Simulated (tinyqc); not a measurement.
# AlGaN/GaN HEMT with access regions, lumped model: effects of single changes

A polarisation-induced electron sheet under a Schottky gate, in series with two ungated access regions and contacts. Drift law v = mu E/(1 + mu E/vs) under the gate. Currents in mA/mm, resistances in ohm mm. No self-heating, no channel-length modulation; fits for polarisation, barrier and offset are chosen for the exercise.

Values chosen for this exercise; values close to those of AlGaN/GaN structures:
- x = 0.2 (aluminium share of the barrier)
- d = 15 nm (barrier thickness)
- eps_r = 9.6 (relative permittivity of barrier and channel)
- mu = 1800 cm^2/(V s) (channel mobility)
- vs = 1.2e7 cm/s (saturation velocity)
- Lg = 0.15 um (gate length)
- Ls = 2 um (source access length)
- Ld = 12 um (drain access length)
- Rc = 0.16 ohm mm (resistance of each contact)
- ft = 0 (share of the drain-access electrons removed by traps)
- Vg = -0.5 V (gate voltage)

Constants: q = 1.602176634e-19 C, eps0 = 8.8541878128e-14 F/cm where lengths are in cm. Results are converted to the units shown.

Each table varies one quantity; the others keep the values above.

## Effect of the barrier thickness

sigma = (5e13 x + 1.6e13 x^2) cm^-2, phiB = 0.84 + 1.3 x, dEc = 0.7 (1.71 x + x^2) in volts, Cb = eps0 eps_r/d, VT = phiB - dEc - q sigma/Cb, access density n0 = -Cb VT/q. Access resistance R(L, n) = L/(q mu n sqrt(1 - (I/(q n vs))^2)); Rs = Rc + R(Ls, n0), Rd = Rc + R(Ld, (1 - ft) n0). Vg' = Vg - I Rs, Vd' = Vd - I (Rs + Rd); with u = Vg' - VT, Vc = vs Lg/mu and w the smaller of Vd' and Vc [sqrt(1 + 2 u/Vc) - 1] (0 if negative), the channel gives (mu Cb/Lg)(u w - w^2/2)/(1 + w/Vc). I equals that channel current. Isat is I at Vd = 10 V, gm = dIsat/dVg, Ron the limit of Vd/I at small Vd.

Result of one run:
```
d (nm),VT (V),n0 (cm^-2),Ron (ohm mm),Isat (mA/mm),gm (mS/mm)
33,-5.786,9.301e12,5.600,1036,193.5
```

What becomes of these results when the barrier thickness d is changed from 33 to 22 nm, all else the same?

Result of the changed run:
```
d (nm),VT (V),n0 (cm^-2),Ron (ohm mm),Isat (mA/mm),gm (mS/mm)
22,-3.580,8.632e12,6.014,775.4,259.6
```

The whole series:
```
d (nm),VT (V),n0 (cm^-2),Ron (ohm mm),Isat (mA/mm),gm (mS/mm)
11,-1.373,6.624e12,7.772,273.1,356.3
14,-1.975,7.485e12,6.899,448.4,332.9
18,-2.777,8.186e12,6.328,633.2,293.9
22,-3.580,8.632e12,6.014,775.4,259.6
27,-4.582,9.004e12,5.776,912.2,225.1
33,-5.786,9.301e12,5.600,1036,193.5
```

As d goes from 11 to 33 nm, Ron falls from 7.77 to 5.60 ohm mm, Isat rises from 273 to 1040 mA/mm and gm falls from 356 to 194 mS/mm. VT falls from -1.37 to -5.79 V. For d = 18 to 33 nm the power passes 5 W/mm, where self-heating, left out here, lowers the current.

## Effect of the gate length

Same model as above.

The same in every row: VT (V) = -2.176; n0 (cm^-2) = 7.695e12.

Effect of the gate length:
```
Lg (um),Ron (ohm mm),Isat (mA/mm),gm (mS/mm)
0.05,6.658,554.3,336.5
0.09,6.681,528.0,330.6
0.16,6.722,495.4,322.0
0.29,6.798,453.2,309.1
0.52,6.933,403.0,290.9
0.93,7.173,345.1,266.0
1.7,7.623,279.1,232.0
3,8.384,215.9,193.4
```

What does the table show?

As Lg goes from 0.05 to 3 um, Ron rises from 6.66 to 8.38 ohm mm, Isat falls from 554 to 216 mA/mm and gm falls from 337 to 193 mS/mm. The ceiling Cb vs is 680 mS/mm. For Lg = 0.05 to 0.09 um the power passes 5 W/mm, where self-heating, left out here, lowers the current.

## Effect of the gate voltage

Same model as above.

The same in every row: VT (V) = -2.176; n0 (cm^-2) = 7.695e12.

Effect of the gate voltage:
```
Vg (V),Ron (ohm mm),Isat (mA/mm),gm (mS/mm)
-1.8,7.020,85.66,288.8
-1.3,6.796,239.8,320.3
-0.9,6.744,369.4,325.8
-0.4,6.711,531.6,321.4
0.1,6.693,689.1,307.0
0.6,6.681,837.0,282.9
1,6.675,945.2,257.1
1.5,6.668,1046,45.70
```

What does the table show?

As Vg goes from -1.8 to 1.5 V, Ron falls from 7.02 to 6.67 ohm mm, Isat rises from 85.7 to 1050 mA/mm and gm goes from 289 through a maximum of 326 (at Vg = -0.9 V among the rows listed) to 45.7 mS/mm. The ceiling Cb vs is 680 mS/mm. For Vg = -0.4 to 1.5 V the power passes 5 W/mm, where self-heating, left out here, lowers the current. At Vg = 1.5 V the gated channel is not yet saturated at 10 V, because the access regions take the voltage, and gm drops. For Vg = 1 to 1.5 V Vg comes within 0.2 V of phiB or passes it, so at low drain current, as for Ron, the Schottky gate would conduct.

Numbers from tinyqc (`OMP_NUM_THREADS=1 python tinyqc.py 2570117 2570118 out.jsonl`; about 0.01 s on one thread of a shared Intel Xeon 2.30GHz).
